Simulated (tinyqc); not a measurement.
Type-II superlattice in the two-band Kane model, step by step. Values are carried at full precision from step to step, so a last printed digit may differ when a step is redone from the rounded ones.

Motion along the axis, period d = a + b, c = hbar^2/2m0. Conduction and light-hole bands couple: (E - Ec)(E - Ev) = Ep c k^2 in each layer, with mass m(E) = (E - Ev)/Ep, which may be negative. The conduction envelope psi and psi'/m(E) are continuous; a layer carries them by [[cos kt, (m/k) sin kt], [-(k/m) sin kt, cos kt]] (cosh and sinh for k^2 < 0), and cos(q d) = tr(M_B M_A)/2. C1 is the first miniband above EvB, with its bottom at tr/2 = +1 and its top at -1; the gap is the bottom of C1 less the top heavy-hole level HH1.

Constants: hbar^2/2m0 = 3.80998211 eV angstrom^2; hc = 1239.841984 eV nm.

Inputs chosen for the exercise (near those of an InAs/GaSb superlattice; shifted at random, so the results belong to these values and not to a real crystal): a = 22 angstrom (layer A); b = 49 angstrom (layer B); EcA = 0 eV (conduction edge of A); EvA = -0.42 eV (valence edge of A); EcB = 0.953 eV (conduction edge of B); EvB = 0.131 eV (valence edge of B); EpA = 14.3 eV (coupling energy in A); EpB = 18.3 eV (coupling energy in B); E = 0.473 eV (trial energy); mhA = 0.34 m0 (heavy hole in A); mhB = 0.26 m0 (heavy hole in B).

## Wave numbers and masses at one energy

Give k^2 and m(E) in both layers.

Layers:
```
layer  k^2 (1/angstrom^2)  m(E) (m0)
A               0.0077527    0.06245
B              -0.0023545    0.01869
```

In B the decay constant is 0.0485 1/angstrom; across the gap of B it peaks at mid-gap, at 0.0492, and vanishes at both edges.

## Transfer matrices

Form M_A, M_B and half the trace of their product.

M_A (angstrom units):
$$\begin{pmatrix}
-0.35816 & 0.66218 \\
-1.3164 & -0.35816
\end{pmatrix}$$

M_B (angstrom units):
$$\begin{pmatrix}
5.4360 & 2.0579 \\
13.873 & 5.4360
\end{pmatrix}$$

tr/2 = 1.2918

E lies in a gap of the coupled bands.

## Edges and effective gap

Heavy holes are uncoupled: with e = EvB - E, p = sqrt(mhB e/c), w = sqrt(mhA (EvB - EvA - e)/c), the top level HH1 at q = 0 solves (p/mhB) tan(p b/2) = (w/mhA) tanh(w a/2).

C1 is the first miniband above EvB: bottom at tr/2 = +1, top at -1. The gap is its bottom less HH1; cut-off wavelength hc/gap.

bottom of C1 = 0.4810 eV
top of C1 = 0.5378 eV
HH1 = 0.0922 eV
gap = 0.3888 eV
cut-off = 3.19 micrometre

The bulk edges overlap by 131 meV; confinement lifts the electrons by 481 meV and lowers the holes by 39 meV, which opens the gap. It is 0.93 of the smaller bulk gap.

## Electron mass along the axis

m_z = -2 c f'/d^2 with f = tr/2 differentiated at the bottom of C1 (central difference of 1e-6 eV); compare the bulk edge mass (EcA - EvA)/EpA.

f' = -36.28 1/eV
m_z = 0.0548 m0
bulk edge mass of A = 0.0294 m0

## Checks

- Bottom of C1 from the two-band matrix on a staggered grid of 0.5 angstrom against the transfer matrix, eV: both 0.481.

(tinyqc, `OMP_NUM_THREADS=1 python tinyqc.py 1252543 1252544 out.jsonl`, Intel(R) Xeon(R) Processor @ 2.30GHz, 1 thread, shared host, about 0.05 s.)
